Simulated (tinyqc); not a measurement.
Capillary instabilities by surface diffusion: grooving and agglomeration of films, edge retraction, wire break-up and smoothing of roughness: one step, computed by the program tinyqc.

Isotropic surface energy; shapes change by surface diffusion alone.

Question. Break-up of a free wire. A wire with r + A cos(k z) has dA/dt = (B/r^4) (kr)^2 [1 - (kr)^2] A: unstable for wavelengths above 2 pi r, fastest at kr = 1/sqrt 2 with the rate B/(4 r^4); break-up time about (4 r^4/B) ln(r/A0); each wavelength makes a sphere of radius (3 r^2 lambda_m/4)^(1/3).

Inputs (values chosen for the exercise, for a model film):
```
quantity                    value  unit
temperature T                1651     K
time t                        240     s
wire radius r                  15    nm
initial ripple over radius   0.05     -
```

B = 3.050988e+08 nm^4/s

Give: fastest wavelength; break-up time; radius of the spheres; t over the break-up time.

Answer.

fastest wavelength = 133.29 nm

break-up time = 0.0019883 s

radius of the spheres = 28.228 nm

t over the break-up time = 1.2070e+05

The wire breaks up within t. Caution: faceting can stabilise wires along low-index directions.
